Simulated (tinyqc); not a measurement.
What each parameter does: optical transitions of a finite quantum well.

Each carrier sees a square well of width L with its own depth V and masses m (inside), mb (outside); c = hbar^2/2m0, k = sqrt(m E/c), kappa = sqrt(mb (V - E)/c), and level n solves k L + 2 atan[(k/m)/(kappa/mb)] = n pi. The envelope is cos(kz) for odd n and sin(kz) for even n inside, joins exp(-kappa (|z| - L/2)) outside, and is normalised to 1. Excitons and band mixing are left out.

Constants: hbar^2/2m0 = 3.80998211 eV angstrom^2; hc = 1239.841984 eV nm.

Parameters, chosen for this exercise (near those of a GaAs well in AlGaAs; shifted at random, so the results belong to these values and not to a real crystal): L = 110 angstrom (well width); Eg = 1.519 eV (gap of the well); Vc = 0.243 eV (conduction offset); Vv = 0.132 eV (valence offset); me = 0.0682 m0 (electron, well); meb = 0.0919 m0 (electron, barrier); mh = 0.333 m0 (heavy hole along z, well); mhb = 0.416 m0 (heavy hole, barrier); ml = 0.0874 m0 (light hole along z, well); mlb = 0.1077 m0 (light hole, barrier).

Edge wavelength hc/(Eg + e1 + hh1), squared overlap of e1 and hh1, and the confinement energies.

One parameter was then changed.

Results before and after:
```
case     edge (nm)  overlap^2  e1 (meV)  hh1 (meV)
base         799.0     0.9898      26.1        6.6
changed      798.7     0.9932      26.1        7.3
```

Which of these changes was made? (a) Eg = 1.549 eV; (b) Vc = 0.279 eV; (c) Vv = 0.158 eV; (d) meb = 0.1103 m0; (e) mh = 0.283 m0; (f) me = 0.075 m0; (g) L = 99 angstrom.

Answer: (e) mh = 0.283 m0. Of the candidates, run in turn, only this one gives the changed row.

All candidates:
```
case             edge (nm)  overlap^2  e1 (meV)  hh1 (meV)
base                 799.0     0.9898      26.1        6.6
L = 99 angstrom      796.1     0.9881      30.5        7.9
Eg = 1.549 eV        783.9     0.9898      26.1        6.6
Vc = 0.279 eV        798.6     0.9928      27.0        6.6
Vv = 0.158 eV        798.9     0.9868      26.1        6.8
me = 0.075 m0        799.7     0.9925      24.7        6.6
mh = 0.283 m0        798.7     0.9932      26.1        7.3
meb = 0.1103 m0      799.6     0.9886      25.0        6.6
```

Run: tinyqc, `OMP_NUM_THREADS=1 python tinyqc.py 1282389 1282390 out.jsonl`; Intel(R) Xeon(R) Processor @ 2.30GHz, one thread, shared host; about 0.06 s of CPU time with all checks.
